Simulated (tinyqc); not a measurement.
Reflectance across the plasma edge: free-carrier optics of a doped semiconductor (Drude model with one polar phonon).

eps(E) = ei [1 - Ep^2/(E^2 + i E Gam)] + (es - ei) wT^2/(wT^2 - E^2 - i E gT), with Ep^2 = 8 pi c (e^2/(4 pi eps0)) N/(m ei), c = hbar^2/2m0, N in 1/angstrom^3 (1e-24 per 1/cm^3); Gam = hbar/tau, tau = mu m m0/e with m0/e = 5.685630e-12 kg/C and mu in m^2/(V s). Energies in meV.

n + i k = sqrt(eps1 + i eps2) with k >= 0; R = ((n - 1)^2 + k^2)/((n + 1)^2 + k^2) at normal incidence from vacuum; alpha = 2 E k/(hbar c), times 1e8 for 1/cm; loss function Im(-1/eps) = eps2/(eps1^2 + eps2^2).

Constants: hbar^2/2m0 = 3.80998211 eV angstrom^2; e^2/(4 pi eps0) = 14.39964547 eV angstrom; hbar = 6.58211957e-16 eV s; hbar c = 1973.269805 eV angstrom.

Values chosen for the exercise (mass and dielectric values near those of GaN; N and mu are free inputs; interband absorption and the rise of the mass with filling are left out; not measured data): N = 2.1e+18 1/cm^3 (carrier density); m = 0.2 m0 (conductivity mass); mu = 56 cm^2/(V s) (mobility); ei = 5.26 (high-frequency dielectric constant); wT = 70.3 meV (TO phonon); es = 9.38 (static dielectric constant); gT = 0.4 meV (phonon damping).

Spectrum:
```
E (meV)    eps1   eps2      R  alpha (1/cm)
5.2        8.05  26.87  0.547      1.67e+03
15.7       8.27   8.73  0.343      2.18e+03
26.2       8.77   5.04  0.288      2.18e+03
36.7       9.72   3.41  0.282      2.01e+03
44.6      11.01   2.69  0.297      1.82e+03
52.5      13.50   2.21  0.331      1.60e+03
57.7      16.85   2.03  0.372      1.44e+03
65.6      36.12   2.83  0.512      1.56e+03
78.7     -11.86   1.54  0.934      2.75e+04
104.9      1.23   0.68  0.023      3.15e+03
157.4      3.83   0.27  0.105      1.11e+03
262.3      4.76   0.07  0.138           441
```

Ep = 52.5 meV and Gam = 103.4 meV: Gam exceeds Ep, so damping washes the plasma edge out. R is 0.547 at the lowest energy and lowest, 0.023, at 104.9 meV of those listed; without damping and phonon it would vanish at Ep sqrt(ei/(ei - 1)) = 58.3 meV. At the highest energy R is 0.138, against 0.154 for ei alone. Between the last two rows alpha goes as E^-1.80, where the Drude limit far above Ep and Gam is E^-2; Gam and the phonon term both still act in these rows. The phonon adds its own band of high reflectance between wT = 70.3 meV and about wL = 93.9 meV, which the rows may miss. The lowest R listed is the dip just above wL, not the plasma minimum.

(tinyqc, `OMP_NUM_THREADS=1 python tinyqc.py 1650862 1650863 out.jsonl`, Intel(R) Xeon(R) Processor @ 2.30GHz, 1 thread, shared host, about 0.01 s.)
